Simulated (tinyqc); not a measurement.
Relaxation at fixed composition: composition and strain of an epitaxial Si(1-x)Ge(x) layer from Raman and X-ray peaks. Computed by tinyqc, a small Python program. Command: `OMP_NUM_THREADS=1 python tinyqc.py 3027115 3027116 out.jsonl epiraman walk`. One thread of a shared host (Intel(R) Xeon(R) Processor @ 2.30GHz), about 0.01 s of CPU time with the checks.

A (001) layer, biaxially strained in the plane. The Raman peaks follow empirical lines omega = w0 + c1 x + c3 x^3 + b eps (c3 for Si-Ge alone), with eps the in-plane strain.

Inputs (values chosen for the exercise, modelled on silicon-germanium): Ge fraction x = 0.19; lattice constant of Si = 5.431 angstrom; lattice constant of Ge = 5.658 angstrom; bowing B = 0.029 angstrom; 2 C12/C11 of Si = 0.772; 2 C12/C11 of Ge = 0.757; Si-Si: w0 = 521.1 1/cm; Si-Si: c1 = -66.4 1/cm; Si-Si: strain coefficient b = -734 1/cm; Ge-Ge: w0 = 280.1 1/cm; Ge-Ge: c1 = 20.3 1/cm; Ge-Ge: strain coefficient b = -446 1/cm; X-ray wavelength = 1.540598 angstrom.

Substrate: germanium.

Method:
- Relaxed lattice constant a(x) = a_Si + (a_Ge - a_Si) x - B x (1 - x).
- In-plane constant a_par = a_sub + R (a(x) - a_sub); eps = a_par/a(x) - 1; eps_perp = -(2 C12/C11) eps with 2 C12/C11 linear in x; a_perp = a(x) (1 + eps_perp).
- (004) Bragg angle theta = arcsin(2 lambda/a), with a = a_perp for the layer and a_sub for the substrate; separation = layer less substrate. The apparent x is the one that a fully strained layer (R = 0) would need to give the same a_perp.

Signatures; columns: (1) R; (2) eps (per mille); (3) Si-Si (1/cm); (4) Ge-Ge (1/cm); (5) a_perp (angstrom); (6) (004) separation (arcsec); (7) apparent x if R = 0 is assumed:
```
(1)      (2)     (3)     (4)     (5)     (6)      (7)
0.00  34.432  483.21  268.60  5.3248  8496.2  0.19000
0.15  29.267  487.00  270.90  5.3465  7902.1  0.24788
0.30  24.103  490.79  273.21  5.3683  7313.9  0.30492
0.50  17.216  495.85  276.28  5.3972  6538.9  0.37973
0.70  10.330  500.90  279.35  5.4262  5774.2  0.45320
0.85   5.165  504.69  281.65  5.4479  5207.2  0.50745
1.00   0.000  508.48  283.96  5.4697  4645.8  0.56102
```

Full relaxation moves the Si-Si peak by +25.27 per cm and shrinks the X-ray separation to 55 % of its strained value, about 1/(1 + 2 C12/C11). A symmetric reflection alone cannot part x from R: a relaxed layer read as strained gives x = 0.561 in place of 0.19. An asymmetric reflection or a second peak is needed.

Extremes, crossings and ranges named in words are read from the listed rows.
